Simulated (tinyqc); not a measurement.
Inside a calculation. Model: programming of a floating-gate cell by Fowler-Nordheim tunnelling.

tinyqc, about 0.01 s, one thread, Intel Xeon 2.30GHz (shared host): `OMP_NUM_THREADS=1 python tinyqc.py 2130086 2130087 out.jsonl` Printed values are rounded.

Per tunnel area the floating gate has Ctun = 3.9 eps0/tox to the channel (0 V) and Ccg to the control gate, Ct = Ctun/(1 - ag), no other coupling. With the threshold shift U = -Q/Ccg the field is F = ag (Vg - U)/tox, and dU/dt = J/Ccg. Fowler-Nordheim: J = A F^2 exp(-B/F), A = q^2/(16 pi^2 hbar mo phi) (times 1e14 for A/cm^2 with F in V/nm, emitter mass m0), B = (4/3) sqrt(mo/C) phi^1.5, C = hbar^2/(2 m0).

Values chosen for this exercise; oxide values close to those of silicon dioxide: tunnel barrier phi = 3.16 eV; tunnelling mass mo = 0.43 m0; tunnel oxide thickness tox = 7.9 nm; coupling ratio Ccg/Ct ag = 0.72; tunnel area ar = 8000 nm^2; threshold shift at the start Vt0 = -0.5 V; control-gate voltage Vg = 11.6 V; time step dt = 20 us; steps n = 11.

Constants: q = 1.602176634e-19 C, hbar = 1.054571817e-34 J s, m0 = 9.1093837015e-31 kg, eps0 = 8.8541878128e-14 F/cm where lengths are in cm, hbar^2/(2 m0) = 0.0380998212 eV nm^2. Results are converted to the units shown.

Range of the model: Programming fields of 10 MV/cm and more wear the oxide; trapping and the channel potential are ignored.

## Constants of the cell

A, B, Ccg = ag Ct, the starting field and current, K = A B ag/(Ccg tox), and the knee time t0 = exp(B/F(0))/K.

A = 1.134408e8 A cm^-2 (V/nm)^-2
B = 25.16182 V/nm
Ccg = 1.123986 uF/cm^2
F(0) = 1.102785 V/nm
J(0) = 0.01700662 A/cm^2
K = 2.314495e14 1/s
t0 = 35.04909 us
electrons for 1 V of shift = 561.2293

## Explicit time steps against the exact solution

U(new) = U + dt J(F(U))/Ccg. Exact: exp(B/F(t)) = exp(B/F(0)) + K t, K = A B ag/(Ccg tox), and U = Vg - tox F/ag.

| step | t (us) | F (V/nm) | J (A/cm^2) | U by steps (V) | U exact (V) |
|---|---|---|---|---|---|
| 0 | 0 | 1.102785 | 0.01700662 | -0.5000000 | -0.5000000 |
| 1 | 20 | 1.075205 | 0.009004123 | -0.1973872 | -0.2652212 |
| 2 | 40 | 1.060603 | 0.006348022 | -0.0371695 | -0.1092609 |
| 3 | 60 | 1.050308 | 0.004933763 | 0.0757861 | 0.0069016 |
| 4 | 80 | 1.042307 | 0.004042678 | 0.1635766 | 0.0991265 |
| 5 | 100 | 1.035751 | 0.003426309 | 0.2355113 | 0.1754069 |
| 6 | 120 | 1.030194 | 0.002973370 | 0.2964785 | 0.2403263 |
| 7 | 140 | 1.025372 | 0.002625979 | 0.3493861 | 0.2967526 |
| 8 | 160 | 1.021114 | 0.002350877 | 0.3961123 | 0.3465970 |
| 9 | 180 | 1.017301 | 0.002127527 | 0.4379434 | 0.3911958 |
| 10 | 200 | 1.013851 | 0.001942534 | 0.4758002 | 0.4315191 |
| 11 | 220 | 1.010701 | 0.001786778 | 0.5103653 | 0.4682928 |

The steps run ahead by 67.8 mV after the first and 42.1 mV after the last, as each uses the larger current of its start; the step is 0.57 of the knee time t0. The overshoot lowers the field, so later steps gain less than the exact curve and the error ends smaller than after the first step.
